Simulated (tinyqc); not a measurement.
From results to parameters: Morse oscillator. Computed by the program tinyqc.

Problem. A Morse oscillator has levels we (n + 1/2) - wexe (n + 1/2)^2 with wexe = we^2/(4 De) and we = a sqrt(2 De/m) in atomic units (1 hartree = 219474.63 cm^-1 = 27.211386 eV, 1 u = 1822.888 electron masses). Find we, wexe, De and a.

spacings 0-1 and 1-2 (cm^-1): 2618.530029  2561.087901
reduced mass = 3.819981 u

Solution. The spacings are we - 2 wexe and we - 4 wexe, so their difference is 2 wexe; De = we^2/(4 wexe) and a = sqrt(2 m wexe).

we, wexe (cm^-1): 2675.9722  28.7211
De = 7.7280 eV
a = 1.3500 1/bohr
